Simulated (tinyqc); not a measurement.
Comparisons within one model: short-period [001] superlattice in sp3s* tight binding. A value that a table varies takes the place of the one given here.

Planes alternate anion, cation along [001], a/4 apart; at zero in-plane momentum s, pz, s* form one block. All levels of A are shifted so that its Ev (lower root of [[Epa, Vxx], [Vxx, Epc]]) is 0, and those of B so that its Ev is -dEv. A monolayer is an anion plane and the cation plane above it; an anion between unlike cations takes the mean of the two anion levels; each bond takes the couplings of its cation. Block from an anion to the cation above: U with Vss/2 (s,s), Vsapc/2 (s,z), -Vscpa/2 (z,s), Vxx/2 (z,z), Vxapc/2 (s*,z), -Vpaxc/2 (z,s*); to the cation below: the same with the s-z and s*-z signs reversed. The cell of n + m monolayers is closed with the phase exp(2 pi i q). No spin-orbit coupling. In this block 2 (n + m) levels are filled.

For the two lowest empty levels at q = 0: energy, share of the cation weight on A, and Gamma character, the share of the cation amplitudes with Fourier index |j|/(n + m) < 1/4 along the stack (near 1: Gamma-like, near 0: folded from X).

Inputs chosen for the exercise (A near a published set for GaAs, B for AlAs; the results hold for these values, not for the real material): pA = (-8.359, 1.042, -2.651, 3.661, 8.588, 6.729, -6.433, 1.961, 5.087, 4.485, 5.768, 4.856, 4.813) eV (order Esa, Epa, Esc, Epc, Exa, Exc, Vss, Vxx, Vxy, Vsapc, Vscpa, Vxapc, Vpaxc); pB = (-7.513, 0.983, -1.166, 3.594, 7.503, 6.711, -6.671, 1.878, 4.297, 5.116, 5.512, 4.516, 4.995) eV (the same for B); dEv = 0.51 eV (valence offset: Ev(B) lies this far below Ev(A)); a = 5.657 angstrom (lattice constant, taken common; strain is left out); nw = 16 (monolayers of A); n2 = 4 (monolayers of A); m2 = 3 (monolayers of B).

## Equal layers of growing thickness

n = m.

Lowest empty levels:

| n = m | layer (angstrom) | E1 (eV) | on A | Gamma | E2 (eV) | on A | Gamma |
|---|---|---|---|---|---|---|---|
| 2 | 5.7 | 1.8942 | 0.48 | 0.11 | 1.9493 | 0.67 | 0.84 |
| 3 | 8.5 | 1.8719 | 0.20 | 0.00 | 1.9100 | 0.76 | 0.95 |
| 4 | 11.3 | 1.8323 | 0.25 | 0.17 | 1.8867 | 0.68 | 0.87 |
| 6 | 17.0 | 1.7934 | 0.59 | 0.61 | 1.8161 | 0.41 | 0.48 |
| 8 | 22.6 | 1.7405 | 0.93 | 0.98 | 1.7960 | 0.02 | 0.01 |
| 10 | 28.3 | 1.6962 | 0.95 | 0.99 | 1.7919 | 0.00 | 0.00 |
| 12 | 33.9 | 1.6642 | 0.97 | 1.00 | 1.7869 | 0.01 | 0.00 |
| 14 | 39.6 | 1.6408 | 0.98 | 1.00 | 1.7834 | 0.00 | 0.00 |
| 18 | 50.9 | 1.6100 | 0.99 | 1.00 | 1.7801 | 0.00 | 0.00 |

What can be read from the table?

At zero in-plane momentum (the in-plane X valleys are left out) the lowest level is X-like for n = 2, 3 and 4 and Gamma-like for the others (a Gamma weight between about 0.35 and 0.65 marks an even mixture, at the crossover). Thin layers push the light Gamma electron up past the heavy X electron, whose share on A runs from 0.20 to 0.48, so for n = 3 and 4 it lies apart from the holes in A (type II); the crossover lies between n = 4 and 6. The crossover moves with dEv and with the electron mass, which this model makes too heavy, so it comes at thinner layers than in the real system. At n = 18 the lowest level lies 0.071 eV above the lowest bulk edge of the two crystals, with 99 % of its cation weight on A.

## Miniband width against barrier thickness

nw monolayers of A and m of B; lowest empty level at q = 0 and q = 1/2. The decay constant is ln(width(4)/width(6)) over two monolayers, each a/2 thick.

Lowest miniband:

| m | E(q = 0) (eV) | E(q = 1/2) (eV) | width (meV) | Gamma character |
|---|---|---|---|---|
| 1 | 1.5759 | 1.6580 | 82.131 | 0.99 |
| 2 | 1.5973 | 1.6454 | 48.100 | 1.00 |
| 3 | 1.6085 | 1.6368 | 28.354 | 1.00 |
| 4 | 1.6147 | 1.6316 | 16.900 | 1.00 |
| 5 | 1.6183 | 1.6282 | 9.892 | 1.00 |
| 6 | 1.6204 | 1.6263 | 5.897 | 1.00 |
| 8 | 1.6223 | 1.6244 | 2.051 | 1.00 |

decay constant = 0.1861 1/angstrom

What can be read from the table?

The width falls from 82.1 to 2.05 meV, as exp(-kappa d) with kappa = 0.186 1/angstrom, which stands for the decay constant of the barrier at this energy: each monolayer costs a factor 1.69. The level at q = 0 rises by 46 meV towards that of a single well.

## What each change does

A cell with n = n2 and m = m2. Each row changes one parameter from the base and keeps the others.

Results:

| case | E1 (eV) | A share 1 | Gamma 1 | E2 (eV) | A share 2 | Gamma 2 |
|---|---|---|---|---|---|---|
| base | 1.8412 | 0.81 | 0.96 | 1.8719 | 0.17 | 0.00 |
| n2 = 6 | 1.7525 | 0.88 | 0.99 | 1.8718 | 0.18 | 0.01 |
| m2 = 5 | 1.8174 | 0.05 | 0.00 | 1.8758 | 0.30 | 0.09 |
| dEv = 0.61 eV | 1.7889 | 0.14 | 0.00 | 1.8186 | 0.79 | 0.95 |

How do the results move?

The largest shifts from the base row, up to three for each result and ties (the steps differ in size, so this ranks the rows, not the parameters). E1 (eV): n2 -0.0887, dEv -0.0522, m2 -0.0238. A share 1: m2 -0.76, dEv -0.67, n2 +0.07. Gamma 1: m2 -0.96, dEv -0.96, n2 +0.02. E2 (eV): dEv -0.0534, m2 +0.0039, n2 -0.0002. A share 2: dEv +0.62, m2 +0.13, n2 +0.01. Gamma 2: dEv +0.94, m2 +0.09, n2 +0.01.

Program tinyqc; command `OMP_NUM_THREADS=1 python tinyqc.py 1481481 1481482 out.jsonl`; about 0.4 s on one thread of a shared Intel(R) Xeon(R) Processor @ 2.30GHz.
